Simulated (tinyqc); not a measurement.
# Carrier lifetime of a p-type layer with SRH, radiative, Auger and surface recombination, step by step

Program tinyqc, `OMP_NUM_THREADS=1 python tinyqc.py 2300117 2300118 out.jsonl`; Intel Xeon 2.30GHz, shared host, one thread, about 0.01 s. Printed values are rounded.

Uniform excess density dn = dp (no trapping), n = n0 + dn, p = p0 + dn, Boltzmann statistics, full ionisation. Surfaces enter as a rate 2 S dn/d, which holds while diffusion to them is fast.

Parameters, values chosen for the exercise; band and dielectric values close to those of silicon: temperature T = 400 K; band gap Eg = 1.13 eV; conduction-band density of states at T Nc = 4.26e19 cm^-3; valence-band density of states at T Nv = 4.05e19 cm^-3; radiative coefficient B = 4.77e-15 cm^3/s; acceptor density N = 2.2e15 cm^-3; Auger coefficient (two electrons) Cn = 3.7e-31 cm^6/s; Auger coefficient (two holes) Cp = 1.5e-31 cm^6/s; trap density Nt = 8.9e10 cm^-3; capture cross-section for electrons sn = 8e-17 cm^2; capture cross-section for holes sp = 6e-17 cm^2; thermal velocity (both carriers) vth = 2e7 cm/s; trap level below the conduction band Et = 0.25 eV; surface recombination velocity (both faces) S = 0 cm/s; sample thickness d = 30 um; generation rate G = 3.7e17 cm^-3 s^-1.

Constants: q = 1.602176634e-19 C, kB = 1.380649e-23 J/K, Vt = kB T/q. Results are converted to the units shown.

## Equilibrium densities and SRH constants

ni = sqrt(Nc Nv) exp(-Eg/(2 Vt)), Eg in volts; majority density N/2 + sqrt(N^2/4 + ni^2), n0 p0 = ni^2; n1 = Nc exp(-Et/Vt), p1 = Nv exp((Et - Eg)/Vt); tn0 = 1/(sn vth Nt), tp0 = 1/(sp vth Nt).

ni = 3.160426e12 cm^-3
n0 = 4.540124e9 cm^-3
p0 = 2.200005e15 cm^-3
n1 = 3.016812e16 cm^-3
p1 = 3.310877e8 cm^-3
tn0 = 0.007022472 s
tp0 = 0.009363296 s

## Starting value

dn = 1e15 cm^-3.

dn at the start = 1e15 cm^-3

## Iteration 1: new dn

With e = n p - ni^2 = dn (n0 + p0 + dn): U_SRH = e/(tp0 (n + n1) + tn0 (p + p1)), U_rad = B e, U_Aug = (Cn n + Cp p) e, U_s = 2 S dn/d. Newton step on ln U(ln dn) = ln G, U the sum: k = d ln U/d ln dn (central difference over factors 1.0001), dn(new) = dn (G/U)^(1/k).

U_SRH = 1.018112e16 cm^-3 s^-1
U_rad = 1.526404e16 cm^-3 s^-1
U_Aug = 2.720015e15 cm^-3 s^-1
U_s = 0 cm^-3 s^-1
k = 1.352734
dn after iteration 1 = 6.711751e15 cm^-3

## Iteration 2: new dn

As before.

U_SRH = 1.466378e17 cm^-3 s^-1
U_rad = 2.853104e17 cm^-3 s^-1
U_Aug = 2.284944e17 cm^-3 s^-1
U_s = 0 cm^-3 s^-1
k = 2.009356
dn after iteration 2 = 5.030428e15 cm^-3

## Course of the iteration

Stop when the step is below 1e-10 of the value, or after 40 iterations.

Course of the iteration:

| iteration | dn before the step (cm^-3) | step (cm^-3) |
|---|---|---|
| 1 | 1e15 | 5.71e15 |
| 2 | 6.711751e15 | -1.68e15 |
| 3 | 5.030428e15 | -4.44e13 |
| 4 | 4.985985e15 | -4.09e10 |
| 5 | 4.985944e15 | -3.50e4 |

Converged in 5 iterations.

## Lifetime, shares and quasi-Fermi splitting

converged dn = 4.985944e15 cm^-3

With e = n p - ni^2 = dn (n0 + p0 + dn): U_SRH = e/(tp0 (n + n1) + tn0 (p + p1)), U_rad = B e, U_Aug = (Cn n + Cp p) e, U_s = 2 S dn/d. tau = dn/U, shares of U, splitting Vt ln(n p/ni^2), radiative efficiency U_rad/U.

tau = 0.01347552 s
shares (%): SRH 25.50820, radiative 46.19005, Auger 28.30175, surface 0.00000
quasi-Fermi splitting = 0.5202404 V

Radiative recombination takes the largest share. dn is 2.3 times the doping: intermediate injection.
